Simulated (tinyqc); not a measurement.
# Hydrogen passivation and dissociation of interface defects with a spread of activation energies, step by step

A worked calculation. Computed by tinyqc, a small Python program that keeps every step. Command: `OMP_NUM_THREADS=1 python tinyqc.py 3023922 3023923 out.jsonl passivation walk`. One thread of a shared host (Intel(R) Xeon(R) Processor @ 2.30GHz), about 0.01 s of CPU time with the checks. Intermediate numbers are printed to about 7 digits and carried at full precision; extremes and crossings named in words are read from the listed rows.

All defects start passivated and lose hydrogen by HP -> P + H; no hydrogen is supplied. Activation energies are normally distributed.

Inputs (values chosen for the exercise, for a model interface): defect density N_0 = 7.6e+11 cm^-2; mean dissociation energy E_d = 2.63 eV; spread s_d = 0.09 eV; prefactor k_d0 = 4.3e+12 1/s; anneal temperature T = 830 K; anneal time t = 600 s.

Ambient: vacuum.

Constants: k_B = 8.617333262e-05 eV/K.

## Sites at the mean energies

b = k_d0 exp(-E_d/k_B T); the active share of one kind of site is 1 - exp(-b t).

dissociation rate b = 4.613716e-04 1/s

active share, single energy = 0.2418113

## A five-point average

Gauss-Hermite nodes for a unit normal variable, z = 0, +/-1.355626, +/-2.856970 with weights 0.533333, 0.222076, 0.011257; the energy is E_d + s_d z.

Nodes:
```
z            weight  energy (eV)    rate (1/s)  active share
-2.856970  0.011257     2.372873  1.680093e-02     0.9999581
-1.355626  0.222076     2.507994  2.540247e-03     0.7821935
0.000000   0.533333     2.630000  4.613716e-04     0.2418113
1.355626   0.222076     2.752006  8.379646e-05     0.0490349
2.856970   0.011257     2.887127  1.266976e-05     0.0075730
```

active share, five points = 0.3249036

## Average over the spread

Full average: z from -5 to 5 in steps of 0.125 with normalised weights exp(-z^2/2), energy = mean + spread x z.

active share = 0.3234811

active defects = 2.458456e+11 cm^-2

The spread changes the active share from 0.242 to 0.323.

## Isochronal anneals

The formulas are those given above.

Same time, other temperatures:
```
T (K)       b (1/s)  active share, single energy  active share, spread
700    4.992313e-07                 2.994939e-04          9.078121e-04
750    9.133690e-06                 5.465225e-03          1.382926e-02
800    1.161977e-04                 6.734381e-02          1.240779e-01
850    1.095978e-03                 4.818999e-01          5.124260e-01
900    8.055948e-03                 9.920419e-01          9.063756e-01
950    4.799991e-02                 1.000000e+00          9.961898e-01
1000   2.392499e-01                 1.000000e+00          9.999750e-01
1050   1.023350e+00                 1.000000e+00          1.000000e+00
1100   3.835456e+00                 1.000000e+00          1.000000e+00
```

Hydrogen is lost over a window: solving the same formulas, the share goes from 10 to 90 % within 104 K with the spread and 72 K without, since weakly bound sites go early and strongly bound ones late; half is lost near 849 K, where k_B T ln(k_d0 t) is about E_d.

## Isothermal kinetics

Times are decades about 1/b of the mean site. The last column is the part of the change still to come; rows stop once it is below 1e-5.

Against time:
```
t (s)   active share, single energy  active share, spread  unreacted part
2                      9.223175e-04          2.026552e-03    9.979734e-01
20                     9.184989e-03          1.947303e-02    9.805270e-01
200                    8.814502e-02          1.501905e-01    8.498095e-01
2000                   6.025727e-01          5.915079e-01    4.084921e-01
20000                  9.999017e-01          9.529294e-01    4.707062e-02
200000                 1.000000e+00          9.993679e-01    6.320863e-04
```

A single energy finishes within about two decades of time. With the spread the unreacted part is 0.98 at 20 s and still 0.047 at 20000 s, where one energy leaves 9.8e-5: a width of s/k_B T = 1.26 in ln(rate) stretches the decay markedly.

Checks made by the program: the average on a grid twice as fine (relative difference 4e-08).
